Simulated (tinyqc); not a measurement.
Dopants and charged point defects at anneal temperature: Fermi-level effect, clustering and pairing: one step, computed by the program tinyqc. Command: `OMP_NUM_THREADS=1 python tinyqc.py 3008460 3008461 out.jsonl pairing walk`. One thread of a shared host (Intel(R) Xeon(R) Processor @ 2.30GHz), about 0.02 s of CPU time with the checks.

Boltzmann statistics and full ionisation of active dopants. Energies are counted from the valence band; the defect (a vacancy or self-interstitial) has five charge states, with all degeneracy factors one.

Problem. Carrier density and Fermi level. p = A/2 + sqrt(A^2/4 + n_i^2) for an active density A. chi = n/n_i (for acceptors n_i/p); E_F = E_i + k_B T ln chi; field enhancement h = 1 + A/sqrt(A^2 + 4 n_i^2).

Inputs (values chosen for the exercise, with bands modelled on silicon): anneal temperature T = 960 K.

Dopant: acceptor. Second part: clustering of the dopant.

active density A = 1.800000e+18 cm^-3

n_i = 4.821184e+17 cm^-3

E_i = 0.4454439 eV

k_B T = 0.08272640 eV

Give: p; chi; E_F; field enhancement h.

Solution.

p = 1.9210e+18 cm^-3

chi = 0.25097

E_F = 0.33108 eV

field enhancement h = 1.8815

The doping is 3.73 n_i: extrinsic conditions.
